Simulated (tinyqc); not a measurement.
Phonon-assisted absorption at an indirect gap, step by step. Values are carried at full precision from step to step, so a last printed digit may differ when a step is redone from the rounded ones.

alpha(E) = sum_j A_j [N_j (E - Eg + w_j)^2 + (N_j + 1)(E - Eg - w_j)^2], each bracket counted only where its base is positive; N_j = 1/(exp(w_j/kB T) - 1). The first term absorbs a phonon and the second emits one; excitons and direct transitions are left out.

Constants: kB = 8.617333262e-05 eV/K.

Values chosen for the exercise (loosely those of GaP at room temperature; Eg is not tied to T; shifted at random, so the results belong to these values and not to a real crystal):
```
symbol  value        unit         meaning
Eg      2.246        eV           indirect gap, held fixed unless listed
w       (46.7, 13)   meV          two zone-edge phonons
A       (5600, 470)  1/(cm eV^2)  their strengths
T       77           K
E       2.737        eV           photon energy
nr      3.36                      refractive index
d       0.57         micrometre   thickness
xj      0.094        micrometre   dead layer at the surface
W       1.5          micrometre   depleted width
L       30           micrometre   minority diffusion length below it
```

## The four branches at one energy

Evaluate the occupations and each term.

N_j: 0.0008786  0.1641

terms with phonon absorption (1/cm): 1.423  19.59

terms with phonon emission (1/cm): 1106  125.0

alpha = 1252 1/cm
wavelength hc/E (hc = 1239.841984 eV nm) = 453.0 nm

Phonon absorption supplies 1.7 % of alpha; the depth 1/alpha is 7.98 micrometre.

## What a slab does with it

Slab of thickness d in air, incoherent passes: R = ((nr - 1)/(nr + 1))^2, x = exp(-alpha d); transmitted Tr = (1 - R)^2 x/(1 - R^2 x^2), reflected Rt = R + (1 - R)^2 R x^2/(1 - R^2 x^2), absorbed Ab = (1 - R)(1 - x)/(1 - R x).

d in cm is 1e-4 times the value in micrometres.

R = 0.2930
x = 0.9311
Tr = 0.5028
Rt = 0.4302
Ab = 0.0670

A single pass would absorb (1 - R)(1 - x) = 0.0487; the back face adds 0.0183.

## Quantum efficiency of a diode

Photodiode (Gaertner form with a dead layer): QE = (1 - R) exp(-alpha xj) [1 - exp(-alpha W)/(1 + alpha L)], R = ((nr - 1)/(nr + 1))^2; responsivity = QE/E in A/W for E in eV.

Evaluate the factors; 1 micrometre = 1e-4 cm.

passes the dead layer = 0.9883
collected share = 0.8258
QE = 0.5770
responsivity = 0.2108 A/W

Without diffusion from below the collected share would be 0.1713.

## Checks

- Tr + Rt + Ab against 1: both 1.000000.

Computed by tinyqc, a small Python program: `OMP_NUM_THREADS=1 python tinyqc.py 1681042 1681043 out.jsonl` (the numbers bound the seed that draws the inputs); one thread of a shared host (Intel(R) Xeon(R) Processor @ 2.30GHz), about 0.01 s for the whole set of steps.
